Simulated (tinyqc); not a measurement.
# Impurity strength from the transmission

Problem. An infinite chain has hopping -t with t = 1 eV and site energy 0; E = -2 t cos(k) with E = 1 eV. One site has the energy u > 0, so T(E) = 1/[1 + u^2/(4 t^2 sin^2 k)]. Find sin^2 k and u.

T(E) = 0.94693981

Solution. sin^2 k = 1 - (E/2t)^2, and u = 2 t |sin k| sqrt(1/T(E) - 1).

sin^2 k = 0.7500
u = 0.4100 eV

Computed by the program tinyqc: `OMP_NUM_THREADS=1 python tinyqc.py 2660044 2660045 out.jsonl`, one thread of a shared Intel Xeon 2.30GHz, about 0.01 s for the whole run.
